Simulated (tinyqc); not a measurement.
What moves the results: hole subbands of a hard-walled well, four-band Luttinger model. A value that a table varies takes the place of the one given here.

Hole energies are counted downwards from the unstrained band edge, c = hbar^2/2m0. After the usual block transformation one block is H = [[P + Q - Zs, R - i S], [R + i S, P - Q + Zs]] in (heavy, light), with P +/- Q = c [(g1 +/- g2) k^2 + (g1 -/+ 2 g2) kz^2], R = sqrt(3) c gR k^2, S = 2 sqrt(3) c g3 k kz, kz = -i d/dz; axial approximation gR = (g2 + g3)/2. Zs = b (e_par - e_perp) is the shear part of the strain (the hydrostatic part shifts all levels alike and is left out). Basis sqrt(2/L) sin(n pi z/L), n = 1 to N, for each component: kz^2 gives (n pi/L)^2 and the heavy-light block is R delta_nm - 2 sqrt(3) c g3 k D_nm with D_nm = 4 n m/(L (n^2 - m^2)) for n + m odd, 0 otherwise. The other block has the same levels. The split-off band is left out.

Constants: hbar^2/2m0 = 3.80998211 eV angstrom^2.

Inputs chosen for the exercise (near those of Ge; the results hold for these values, not for the real material): g1 = 13.38 (Luttinger gamma1); g2 = 4.24 (gamma2); g3 = 5.7 (gamma3); L = 120 angstrom (well width along [001]); k = 0.0144 1/angstrom (wave vector in the plane); Zlist = (-0.0565, -0.0318, -0.0173, -0.0052, 0, 0.0099, 0.0494) eV (shear strain energies (negative: tension in the plane, for b < 0)).

## Which coupling does what

shear strain energy Zs = -0.046895 eV
N = 20, at the given k. Diagonal: R = S = 0. Along [100] and [110] gR is g2 and g3 instead of their mean.

Hole energies (meV):
```
model        E1     E2      E3      E4
diagonal  17.41  73.61  112.00  175.97
R alone   16.60  74.42  111.40  175.82
S alone   11.02  67.89  112.00  138.03
axial     10.32  68.32  111.65  138.27
[100]     10.51  68.20  111.74  138.21
[110]     10.11  68.45  111.54  138.34
```

The couplings move E1 by -7.09 meV: R alone by -0.81, S alone by -6.39, so S matters more at k L/pi = 0.55 (R grows as k^2 and joins equal n, S as k and joins n of opposite parity). Warping spreads E1 by 0.40 meV between [100] and [110], the hole being heavier along [110]; the axial value lies between them.

## Strain

N = 20. dE is the rise of the top subband from k = 0 to k1 = pi/(4L), m1 = c k1^2/dE (dash if dE is not positive), and the heavy weight is taken at k = pi/L.

Top subband:
```
Zs (eV)  HH1 (meV)  LH1 (meV)  dE (meV)  heavy weight  m1 (m0)
-0.0565       69.3        0.6     0.270         0.127    0.605
-0.0318       44.6       25.3    -0.687         0.242        -
-0.0173       30.1       39.8     1.860         0.365    0.088
-0.0052       18.0       51.9     2.189         0.507    0.075
0.0000        12.8       57.1     2.235         0.576    0.073
0.0099         2.9       67.0     2.299         0.705    0.071
0.0494       -36.6      106.5     2.451         0.931    0.067
```

HH1 and LH1 cross at Zs = -2 c g2 (pi/L)^2 = -0.0221 eV; for more negative Zs the light hole is on top. Among the rows with HH1 on top, m1 goes from 0.088 to 0.067 m0 as the splitting widens from 10 to 143 meV, against the unmixed 1/(g1 + g2) = 0.057: compression lightens the holes here. A dash marks a top subband whose hole energy at k1 lies below that at k = 0: an electron-like (negative) mass. m1 describes the neighbourhood of k = 0 only; where HH1 and LH1 lie close, the band may peak further out.

Program tinyqc; command `OMP_NUM_THREADS=1 python tinyqc.py 1280537 1280538 out.jsonl`; about 0.1 s on one thread of a shared Intel(R) Xeon(R) Processor @ 2.30GHz.
